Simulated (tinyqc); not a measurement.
Length of a molecular wire: coherent transport through a tight-binding bridge. Computed by the program tinyqc. T = Gamma_L Gamma_R |G_1n|^2 with the self-energies of semi-infinite chains.

A uniform bridge between two chains:

| parameter | value |
|---|---|
| site energy (eV) | 3.240000 |
| hopping in the bridge (eV) | 1.340000 |
| lead hopping (eV) | 2.040000 |
| couplings (eV) | 0.79, 1 |
| E (eV) | -0.010000 |

Transmission against length:

| sites | T | ln T |
|---|---|---|
| 2 | 1.3325e-02 | -4.318 |
| 3 | 3.5856e-03 | -5.631 |
| 4 | 9.8626e-04 | -6.922 |
| 5 | 2.7294e-04 | -8.206 |
| 7 | 2.0984e-05 | -10.772 |
| 8 | 5.8205e-06 | -12.054 |
| 9 | 1.6145e-06 | -13.336 |
| 10 | 4.4785e-07 | -14.619 |

Estimate the missing row, sites = 6.

Computed row:
```
sites           T    ln T
6      7.5662e-05  -9.489
```

E lies outside the band of the bridge (|E - e|/2h = 1.213 > 1), so T decays as exp(-beta n) with beta = 2 arccosh(1.213) = 1.2823 a site; the last two rows give 1.2823.
